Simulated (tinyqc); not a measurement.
Worked calculation: sheet resistance and Hall data of a diffused or implanted layer. Computed by tinyqc, a small Python program that keeps every step. Command: `OMP_NUM_THREADS=1 python tinyqc.py 3023531 3023532 out.jsonl layer walk`. One thread of a shared host (Intel(R) Xeon(R) Processor @ 2.30GHz), about 0.01 s of CPU time with the checks. Intermediate numbers are printed to about 7 digits and carried at full precision; extremes and crossings named in words are read from the listed rows.

Carriers are taken equal to the net active doping down to the junction (full ionisation, which deep dopants in wide-gap hosts do not reach; no spill-over, no depletion), and the Hall factor is 1.

Inputs (values chosen for the exercise, modelled on boron in silicon):
```
quantity                                 value        unit
mu_min                                    46.3  cm^2/(V s)
mu_max                                     479  cm^2/(V s)
N_ref                                  2.1e+17      1/cm^3
exponent alpha                             0.7           -
peak concentration N_0                 5.7e+20      1/cm^3
length scale l                             840          nm
background doping N_B (opposite type)  8.2e+16      1/cm^3
probe current I                              1          mA
magnetic field B                           0.5           T
solubility limit N_s                   1.9e+20      1/cm^3
```

Profile: box. Activation: limited by solubility.

Constants: e = 1.602176634e-19 C.

## Dose and junction depth

N(x) = N_0 down to x_j = l, dose N_0 l.

dose = 4.788000e+16 1/cm^2

junction depth x_j = 840 nm

## Sheet values

Mobility mu = mu_min + (mu_max - mu_min)/(1 + (N_t/N_ref)^alpha), N_t = active doping + N_B; carriers n = active doping - N_B, active doping min(N, N_s). Integrals from x_0 (0 unless stated) to x_j by the midpoint rule on 400 even intervals: 1/R_s = e int n mu dx; sheet density n_s = int n dx; Hall sheet density (int n mu dx)^2/int n mu^2 dx; Hall mobility int n mu^2 dx/int n mu dx. Mean conductivity 1/(R_s x_j); mean mobility 1/(e n_s R_s).

sheet resistance R_s = 7.831983 ohm

sheet density n_s = 1.595311e+16 1/cm^2

mean mobility = 49.95425 cm^2/(V s)

Hall sheet density = 1.595311e+16 1/cm^2

Hall mobility = 49.95425 cm^2/(V s)

mean conductivity 1/(R_s x_j) = 1520.019 S/cm

Carriers amount to 33.3 % of the dose, the rest being above the solubility limit or compensated. A Hall measurement reports 100.0 % of n_s, exactly n_s for a uniform layer.

## What the probes read

Collinear four-point probe on a large thin layer: V = I R_s ln(2)/pi. Van der Pauw on a symmetric sample: R = R_s ln(2)/pi as well. Hall voltage V_H = I B/(e x Hall sheet density); tangent of the Hall angle V_H/(I R_s).

four-point voltage = 1.728014 mV

Hall voltage = 0.01956204 mV

tangent of the Hall angle = 0.002497713

## Shortcuts against the integral

Shortcuts: R_s = 1/(e Q mu) with the dose Q and the mobility at the (active) peak concentration; 1/(e n_s mu) with mu at N_t = n_s/x_j + N_B; 1/(e Q mu_max).

Sheet resistances:
```
method                                   R_s (ohm)  deviation (%)
integral                                  7.831983        0.00000
dose, mobility at the peak                2.609534      -66.68105
n_s, mobility at the mean concentration   7.831811       -0.00219
dose, mu_max                              0.272145      -96.52521
```

The closest shortcut is «n_s, mobility at the mean concentration» (0.0 %). Counting inactive dopants as carriers underestimates R_s.

Checks made by the program: conductance integral against adaptive quadrature (relative difference below 1e-10).
